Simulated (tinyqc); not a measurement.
Inside a calculation. Method: Pariser-Parr-Pople SCF with singles CI, for the molecule Oc1cnc2[nH]cnc2n1 (SMILES; centres numbered as the heavy atoms are written). One step of it, computed by the program tinyqc.

Task: Iteration 2: Fock matrix. F_rr = H_rr + P_rr gamma_rr / 2 + sum_(s != r) P_ss gamma_rs; F_rs = H_rs - P_rs gamma_rs / 2; E = tr P (H + F) / 2 + core repulsion sum_(r<s) z_r z_s gamma_rs.

P after iteration 1, lower triangle:
```
,1O,2C,3C,4N,5C,6N,7C,8N,9C,10N
1O,1.872342
2C,0.353124,0.989433
3C,-0.131513,0.533658,0.857075
4N,-0.092184,0.098260,0.746042,1.147761
5C,0.121829,-0.252316,-0.130897,0.529256,1.200502
6N,-0.016520,0.052960,-0.110822,-0.097625,0.430374,1.492152
7C,-0.053990,0.098332,0.171647,-0.067948,-0.313021,0.679429,0.918198
8N,0.061809,-0.126466,0.070503,0.079071,-0.179915,-0.237877,0.596811,1.347057
9C,0.007552,-0.050472,-0.238602,-0.000027,0.515841,-0.153911,-0.098813,0.623396,0.951092
10N,-0.258111,0.697185,0.011307,-0.320818,0.048800,0.076008,-0.145227,-0.121467,0.499906,1.224388
```

core matrix H (eV), lower triangle:
```
,1O,2C,3C,4N,5C,6N,7C,8N,9C,10N
1O,-74.172033
2C,-2.500000,-72.356104
3C,0.000000,-2.660000,-66.458295
4N,0.000000,0.000000,-2.790000,-70.523601
5C,0.000000,0.000000,0.000000,-2.790000,-76.027708
6N,0.000000,0.000000,0.000000,0.000000,-2.500000,-75.028107
7C,0.000000,0.000000,0.000000,0.000000,0.000000,-2.500000,-64.754723
8N,0.000000,0.000000,0.000000,0.000000,0.000000,0.000000,-2.790000,-68.364415
9C,0.000000,0.000000,0.000000,0.000000,-2.660000,0.000000,0.000000,-2.790000,-74.032346
10N,0.000000,-2.790000,0.000000,0.000000,0.000000,0.000000,0.000000,0.000000,-2.790000,-72.692684
```

repulsion gamma_rs (eV), lower triangle:
```
,1O,2C,3C,4N,5C,6N,7C,8N,9C,10N
1O,21.500000
2C,8.701196,11.130000
3C,5.580864,7.556054,11.130000
4N,3.788823,5.297283,7.729507,12.300000
5C,3.355223,4.668361,5.238603,7.726263,11.130000
6N,2.558747,3.344746,3.673632,5.248505,8.281108,16.800000
7C,2.390798,2.994007,2.994047,3.741969,5.521135,8.283330,11.130000
8N,2.852267,3.621278,3.305317,3.813395,5.588474,5.826479,7.731991,12.300000
9C,3.781605,5.238603,4.668704,5.296490,7.556054,5.786313,5.521171,7.728919,11.130000
10N,5.603762,7.728634,5.297071,4.744040,5.296156,3.866499,3.742147,5.117547,7.726570,12.300000
```

Centres (angstrom, eV; a flat drawing with bonds scaled to 1.40 angstrom):
```
centre,x,y,core charge z,W,gamma_rr
1O,-3.206000,0.690000,2,33.000000,21.500000
2C,-1.887000,0.221000,1,11.160000,11.130000
3C,-1.633000,-1.155000,1,11.160000,11.130000
4N,-0.314000,-1.624000,1,14.100000,12.300000
5C,0.752000,-0.715000,1,11.160000,11.130000
6N,2.140000,-0.899000,2,25.600000,16.800000
7C,2.743000,0.364000,1,11.160000,11.130000
8N,1.729000,1.328000,1,14.100000,12.300000
9C,0.498000,0.661000,1,11.160000,11.130000
10N,-0.822000,1.130000,1,14.100000,12.300000
```

Give: F; pi energy.

Result:

F (eV), lower triangle:
```
,1O,2C,3C,4N,5C,6N,7C,8N,9C,10N
1O,-11.962
2C,-4.036,-5.335
3C,0.367,-4.676,-4.993
4N,0.175,-0.260,-5.673,-7.979
5C,-0.204,0.589,0.343,-4.835,-6.463
6N,0.021,-0.089,0.204,0.256,-4.282,-9.588
7C,0.065,-0.147,-0.257,0.127,0.864,-5.314,-6.109
8N,-0.088,0.229,-0.117,-0.151,0.503,0.693,-5.097,-7.828
9C,-0.014,0.132,0.557,0.000,-4.609,0.445,0.273,-5.199,-3.749
10N,0.723,-5.484,-0.030,0.761,-0.129,-0.147,0.272,0.311,-4.721,-7.233
```

pi energy = -202.535 eV
